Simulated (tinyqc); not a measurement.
Floating body of a partially depleted SOI transistor: body voltage and kink: two steps of the calculation.

Source at 0 V. Channel current Ic = 2 nf K Vt^2 [F(0) - F(Vd)](1 + la Vd), F(V) = ln^2(1 + exp((Vg - VT - nf V)/(2 nf Vt))), VT = VT0 - gb Vb. Saturation voltage Vs = 2 Vt sqrt(F(0)) + 3 Vt, excess Ve = (Vd - Vs + sqrt((Vd - Vs)^2 + 0.0004 V^2))/2, multiplication M1 = Ai Ve exp(-Bl/Ve). Each junction passes D(v) = J1 (exp(v/Vt) - 1) + J2 (exp(v/(2 Vt)) - 1). Bipolar current Ib = bb J1 (exp(Vb/Vt) - 1). The body settles where M1 (Ic + Ib) = D(Vb) + D(Vb - Vd) + Vb/Rb; drain current Id = (1 + M1)(Ic + Ib) - D(Vb - Vd).

Parameters, values chosen for the exercise; values of the order met in partially depleted silicon-on-insulator transistors:
```
symbol,value,unit,meaning
T,300,K,temperature
VT0,0.53,V,threshold at zero body voltage
gb,0.27,,fall of the threshold per volt of body voltage
nf,1.36,,slope factor
K,210,uA/(V^2 um),gain factor per width
la,0.06,1/V,channel-length modulation factor
Ai,3.73,1/V,impact-ionisation prefactor
Bl,7.2,V,impact-ionisation voltage
J1,1.3e-12,uA/um,diffusion saturation current of each junction
J2,2.7e-8,uA/um,recombination saturation current of each junction
bb,0,,gain of the lateral bipolar transistor on the diffusion current
Rb,1e9,kohm um,"resistance of a weak body tie to the source (1e9 stands for no tie, and the term is then dropped)"
Vg,0.81,V,gate voltage
Vd,2.5,V,drain voltage
```

Constants: q = 1.602176634e-19 C, kB = 1.380649e-23 J/K, Vt = kB T/q. Results are converted to the units shown.

Task 1. New Vb. Current into the body I_in = M1 (Ic + Ib) - D(Vb - Vd), current out I_out = D(Vb) + Vb/Rb; f = ln(I_in/I_out), s = df/dVb by central differences over 1e-5 V, Vb(new) = Vb - f/s.

Vb after iteration 1 = 0.74845025 V

Give: Ic; Ve; M1; I_in; I_out; f; s; Vb after iteration 2.

Result 1.

Ic = 20.64 uA/um
Ve = 2.068 V
M1 = 0.2372
I_in = 4.897 uA/um
I_out = 4.920 uA/um
f = -0.004814
s = -37.79 1/V
Vb after iteration 2 = 0.7483 V

Task 2. Drain current with floating and with grounded body. Id and VT at the converged Vb, Id at Vb = 0, their ratio, and the bipolar share Ib/(Ic + Ib).

converged Vb = 0.74832285 V

Wanted: VT; Id, floating; Id, grounded; ratio; bipolar share.

Result 2.

VT = 0.3280 V
Id, floating = 25.53 uA/um
Id, grounded = 9.278 uA/um
ratio = 2.752
bipolar share = 0.000 %

The body rises to 0.748 V and lowers the threshold by 202 mV.

Range of the model: The multiplication law is an empirical form chosen for the exercise; self-heating and capacitive coupling to the body are left out, and the linear laws are rough once Vb passes about 0.7 V or M1 about 0.1.

Program tinyqc, `OMP_NUM_THREADS=1 python tinyqc.py 2182013 2182014 out.jsonl`; Intel Xeon 2.30GHz, shared host, one thread, about 0.2 s.
